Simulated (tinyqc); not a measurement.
Resistance of a source-drain extension with a graded tip: two steps of the calculation.

y runs along the channel, the gate covers y > 0. The doping is N0 for y < y0 and N0 10^(-(y - y0)/la) beyond, uniform over the depth xj. Sheet conductance s(y) = q mu(N) max(N - Nch, 0) xj + (for y > 0) ma Cox Vo, with mu(N) = u0 + (u1 - u0)/(1 + (N/Nr)^au) and Cox = eps0 eox/tox. Current is taken as one-dimensional; depletion of the tip, spreading and the contact are left out. The metallurgical junction lies at yj, where N = Nch.

Inputs (values chosen for the exercise); mobility law close to that of electrons in silicon:
```
symbol,value,unit,meaning
eox,3.9,,relative permittivity of the gate insulator (close to silicon dioxide)
tox,1.6,nm,insulator thickness
N0,1.8e20,cm^-3,active doping of the extension far from the gate
la,1.9,nm/decade,lateral abruptness
y0,3.4,nm,position under the gate where the fall begins (gate edge at 0)
xj,27,nm,depth of the extension
Nch,3.2e18,cm^-3,channel doping
Vo,0.58,V,gate overdrive
ma,170,cm^2/(V s),mobility of the gate-induced layer
u1,1414,cm^2/(V s),mobility at low doping
u0,68.5,cm^2/(V s),mobility at high doping
Nr,9.2e16,cm^-3,reference doping
au,0.711,,exponent
Lg,45,nm,gate length
```

Constants: q = 1.602176634e-19 C, eps0 = 8.8541878128e-14 F/cm where lengths are in cm. Results are converted to the units shown.

Question 1. Sheet resistances and junction position. yj = y0 + la log10(N0/Nch); sheet resistance of the full extension 1/[q mu(N0)(N0 - Nch) xj] and of the gate-induced layer 1/(ma Cox Vo); metallurgical length Lg - 2 yj; ye is where the doped and the gate-induced conductances are equal.

Wanted: yj; sheet resistance of the extension; sheet resistance of the induced layer; metallurgical length; ye; N at ye.

Answer 1.

yj = 6.7252 nm
sheet resistance of the extension = 175.22 ohm/square
sheet resistance of the induced layer = 4699.3 ohm/square
metallurgical length = 31.550 nm
ye = 6.0716 nm
N at ye = 7.0659e18 cm^-3

The gate takes over 0.654 nm before the junction, where N is still 2.21 times the channel doping.

Question 2. Resistance of the overlapped part. Midpoint rule on 11 equal steps from 0 to yj: R_ov = sum h/s(y), per width.

Give: y; N; doped conductance; sheet resistance; R_ov.

Answer 2.

```
point	y (nm)	N (cm^-3)	doped conductance (uS)	sheet resistance (ohm/square)
0	0.3057	1.800e20	5707	168.9
1	0.9171	1.800e20	5707	168.9
2	1.528	1.800e20	5707	168.9
3	2.140	1.800e20	5707	168.9
4	2.751	1.800e20	5707	168.9
5	3.363	1.800e20	5707	168.9
6	3.974	8.978e19	2940	317.2
7	4.585	4.279e19	1462	597.1
8	5.197	2.040e19	720.2	1072
9	5.808	9.723e18	326.6	1854
10	6.420	4.635e18	90.99	3292
```

R_ov = 4.980 ohm um

Computed by the program tinyqc: `OMP_NUM_THREADS=1 python tinyqc.py 2282065 2282066 out.jsonl`, one thread of a shared Intel Xeon 2.30GHz, about 0.04 s for the whole run.
